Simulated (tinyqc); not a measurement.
Ion implantation: universal nuclear stopping, Lindhard-Scharff electronic stopping and a Gaussian range profile: one step, computed by the program tinyqc.

An ion slows by elastic collisions with screened nuclei and by friction with electrons; channelling is ignored and the target is uniform.

Question. Damage. Kinchin-Pease count with efficiency 0.8: N_d = 0.8 nu/(2 E_d), taking all of nu as damage energy (an upper estimate, as recoils also lose energy to electrons). Spread over a depth R_p + dR_p, displacements per atom = Q N_d/(N (R_p + dR_p)).

Inputs (values chosen for the exercise, modelled on indium ions in silicon): target density N = 49.94 1/nm^3; dose Q = 5.4e+12 1/cm^2; displacement energy E_d = 15 eV.

energy lost to nuclei nu = 117.0608 keV

projected range R_p = 71.18857 nm

straggle dR_p = 18.85100 nm

Give: displacements per ion N_d; displacements per atom.

Answer.

displacements per ion N_d = 3121.6

displacements per atom = 0.037488

One displacement per atom would need a dose of 1.4e14 per cm^2 if no defects annealed.
